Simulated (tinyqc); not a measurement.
From one set of inputs to another, one input at a time: Bloch-Grueneisen resistivity of a metal. Computed by tinyqc, a small Python program. Command: `OMP_NUM_THREADS=1 python tinyqc.py 3030869 3030870 out.jsonl bg ladder`. One thread of a shared host (Intel(R) Xeon(R) Processor @ 2.30GHz), about 0.01 s of CPU time with the checks.

Electrons scatter from a Debye spectrum of phonons (n = 5 for scattering within one band, n = 3 for scattering into a second, heavy band) and from static defects.

The inputs printed are set A. Set A is modelled on aluminium; the values taken over come from a set modelled on silver. Inputs not listed in the table keep their values of set A, so the rows need not describe a real material.

Inputs (values chosen for the exercise, modelled on aluminium): exponent n = 5; Debye temperature Theta = 391 K; transport coupling lambda_tr = 0.32; Drude plasma energy hbar w_p = 12 eV; residual resistivity rho_0 = 0.28 microohm cm; temperature T = 373 K.

Addition: none.

Constants: k_B = 1.380649e-23 J/K; hbar = 1.054571817e-34 J s; eps_0 = 8.8541878128e-12 F/m; hbar = 6.582119569e-16 eV s; k_B = 8.617333262e-05 eV/K.

Method:
- J_n(y) = int_0^y x^n e^x/(e^x - 1)^2 dx, by 96 Gauss-Legendre points (upper limit at most 60).
- rho_ph = (n - 1) rho_1 (T/Theta)^n J_n(Theta/T), with rho_1 = 2 pi lambda_tr k_B Theta/(hbar eps_0 w_p^2), the high-temperature line at T = Theta.
- Matthiessen's rule: rho = rho_0 + rho_ph.
- Temperature coefficient (1/rho) d rho/dT by a central difference of +/- 0.5 K; residual ratio rho(295 K)/rho(4.2 K); scattering time tau = 1/(eps_0 w_p^2 rho); Wiedemann-Franz kappa = L_0 T/rho, L_0 = (pi^2/3)(k_B/e)^2.

Each row keeps all changes above it:
```
input moved                               from    to  resistivity rho (microohm cm)  residual resistance ratio  Wiedemann-Franz conductivity (W/(m K))
set A                                        -     -                         3.4207                     9.5613                                  266.39
temperature T (K)                          373   120                         0.9076                     9.5613                                  322.99
transport coupling lambda_tr              0.32  0.11                         0.4957                     3.9430                                  591.35
Debye temperature Theta (K)                391   221                         0.5874                     4.1405                                  499.07
Drude plasma energy hbar w_p (eV)           12   8.6                         0.8785                     7.1145                                  333.69
residual resistivity rho_0 (microohm cm)  0.28     2                         2.5985                     1.8560                                  112.82
```

Where does the difference come from?

Resistivity rho goes from 3.42 to 2.60, a factor 0.760 in all. The largest single move comes from temperature T (a factor 0.265), and residual resistivity rho_0 works against it (a factor 2.96). Residual resistance ratio goes from 9.56 to 1.86, a factor 0.194 in all. The largest single move comes from residual resistivity rho_0 (a factor 0.261), and Drude plasma energy hbar w_p works against it (a factor 1.72). Wiedemann-Franz conductivity goes from 266 to 113, a factor 0.424 in all. The largest single move comes from residual resistivity rho_0 (a factor 0.338), and transport coupling lambda_tr works against it (a factor 1.83). The single moves hold for this order of the switches; the total does not depend on the order.

Extremes, crossings and ranges named in words are read from the listed rows.
